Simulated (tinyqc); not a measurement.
Which stress helps holes along [110]: six-band Luttinger-Kohn model with strain.

Six-band Luttinger-Kohn model in the basis |3/2,3/2>, |3/2,1/2>, |3/2,-1/2>, |3/2,-3/2>, |1/2,1/2>, |1/2,-1/2>, electron energies, zero at the top of the unstrained valence band. H = -[rows: (P+Q, -S, R, 0, -S/r2, r2 R); (-S*, P-Q, 0, R, -r2 Q, r32 S); (R*, 0, P-Q, S, r32 S*, r2 Q); (0, R*, S*, P+Q, -r2 R*, -S*/r2); (-S*/r2, -r2 Q, r32 S, -r2 R, P+Dso, 0); (r2 R*, r32 S*, r2 Q, -S/r2, 0, P+Dso)], r2 = sqrt(2), r32 = sqrt(3/2). Levels are twofold.

P = c g1 k^2 - av tr(e); Q = c g2 (kx^2 + ky^2 - 2 kz^2) - (b/2)(exx + eyy - 2 ezz); R = c sqrt3 [-g2 (kx^2 - ky^2) + 2i g3 kx ky] + (sqrt3/2) b (exx - eyy) - i d exy; S = 2 c sqrt3 g3 (kx - i ky) kz - d (exz - i eyz); c = hbar^2/2m0, e the strain tensor (not engineering shear).

s11 = (C11 + C12)/((C11 - C12)(C11 + 2 C12)), s12 = -C12/((C11 - C12)(C11 + 2 C12)), s44 = 1/C44; exx = s11 sxx + s12 (syy + szz) and cyclic, exy = s44 sxy/2; tension is positive. A uniaxial stress X along the unit vector n is s_ij = X n_i n_j.

Constants: hbar^2/2m0 = 3.80998211 eV angstrom^2.

Values chosen for the exercise (near those of Si; shifted at random, so the results belong to these values and not to a real crystal): Dso = 0.044 eV (spin-orbit splitting); g1 = 4.28 (Luttinger gamma1); g2 = 0.34 (gamma2); g3 = 1.45 (gamma3); av = 2.44 eV (valence hydrostatic potential); b = -2.09 eV (tetragonal shear potential); d = -4.78 eV (trigonal shear potential); C11 = 165.4 GPa; C12 = 63.9 GPa; C44 = 79.6 GPa; X1 = 1 GPa (size of the stress).

Each load has size X1 (biaxial: sxx = syy); masses are curvatures of the top pair at k = 0.

Results:
```
load                         splitting (meV)  top edge (meV)  m [110]  m [001]
uniaxial [110], compression             45.4            19.1    0.118    0.273
uniaxial [110], tension                 21.0            26.7    0.438    0.207
uniaxial [100], compression             52.4            23.5    0.218    0.273
uniaxial [100], tension                 21.5            28.9    0.243    0.216
uniaxial [111], compression             43.3            17.6    0.146    0.234
uniaxial [111], tension                 20.1            25.7    0.353    0.234
biaxial (001), compression              21.5             3.9    0.216    0.278
biaxial (001), tension                  52.4            48.4    0.273    0.181
```

The lightest mass along [110] (0.118) comes with uniaxial [110], compression. The largest splitting (52.4 meV) comes with uniaxial [100], compression; biaxial (001), tension. The heaviest mass along [001] (0.278), which lowers the confinement energy in a (001) channel, comes with biaxial (001), compression. The splitting per GPa follows b (s11 - s12) for loads along cube axes and d s44 for [111]: here 2 |b| (s11 - s12) = 41.2 and |d| s44/sqrt3 = 34.7 meV per GPa in the limit of large Dso; where the splitting nears Dso, mixing with the split-off band makes it depend on the sign of the load.

(tinyqc, `OMP_NUM_THREADS=1 python tinyqc.py 1080936 1080937 out.jsonl`, Intel(R) Xeon(R) Processor @ 2.30GHz, 1 thread, shared host, about 0.05 s.)
